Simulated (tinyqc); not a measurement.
Inside a calculation. Method: bound state in one dimension: Numerov shooting, finite differences, DVR. Computed by tinyqc, a small Python program that keeps every step. Settings: points = 48. Command: `OMP_NUM_THREADS=1 python tinyqc.py 31366 31367 out.jsonl` (the two numbers bound the seeds that draw the settings). One thread of a shared host (Intel(R) Xeon(R) Processor @ 2.60GHz), about 0.01 s of CPU time with the checks.

## Numerov steps at E = -5.03

One particle of mass 1 in V = -5.13 exp(-x^2/2.11^2) (atomic units), psi = 0 at both ends:
```
parameter                value
left end                    -7
right end                    7
intervals                   48
h                     0.291667
state sought (nodes)         1
```

k_i = 2 m (E - V_i); (1 + h^2 k_(i+1)/12) y_(i+1) = 2 (1 - 5 h^2 k_i/12) y_i - (1 + h^2 k_(i-1)/12) y_(i-1), from y_0 = 0, y_1 = 0.001.

Points along the way:
```
i           x          V           k             y
0   -7.000000  -0.000085  -10.059830      0.000000
1   -6.708333  -0.000209  -10.059582      0.001000
2   -6.416667  -0.000494  -10.059012      0.002921
3   -6.125000  -0.001123  -10.057753      0.007535
4   -5.833333  -0.002459  -10.055082      0.019089
5   -5.541667  -0.005181  -10.049638      0.048224
16  -2.333333  -1.510155   -7.039691    948.479652
17  -2.041667  -2.011394   -6.037213   2064.437955
18  -1.750000  -2.578552   -4.902896   4259.321597
19  -1.458333  -3.181691   -3.696618   8238.888274
20  -1.166667  -3.778708   -2.502583  14787.915145
21  -0.875000  -4.319485   -1.421029  24422.416879
```

## Bisection on the node count

With more sign changes than the state has nodes (the last point included) the energy is too high, else too low; the bracket starts as -5.03 to -0.05.

Trials:
```
trial            E  sign changes  y at the right end   next
1      -2.54000000             2            1.85e+06  lower
2      -3.78500000             1           -1.87e+09  raise
3      -3.16250000             1           -1.40e+07  raise
4      -2.85125000             2            5.80e+06  lower
5      -3.00687500             2            4.20e+06  lower
6      -3.08468750             1           -1.36e+06  raise
7      -3.04578125             2            2.06e+06  lower
8      -3.06523438             2            5.32e+05  lower
9      -3.07496094             1           -3.67e+05  raise
10     -3.07009766             2            9.44e+04  lower
11     -3.07252930             1           -1.33e+05  raise
12     -3.07131348             1           -1.87e+04  raise
13     -3.07070557             2            3.80e+04  lower
14     -3.07100952             2            9.74e+03  lower
...            ...           ...                 ...    ...
27     -3.07111389             2            1.15e+00  lower
28     -3.07111391             1           -5.84e-01  raise
29     -3.07111390             2            2.82e-01  lower
```

eigenvalue = -3.07111390 hartree

## The same grid by other methods

Three-point finite differences and the sine-DVR kinetic matrix of Colbert and Miller on the same points.

Lowest levels (hartree):
```
state  finite differences        DVR
0               -4.418400  -4.413297
1               -3.092007  -3.070682
2               -1.962511  -1.919083
3               -1.041917  -0.982806
```
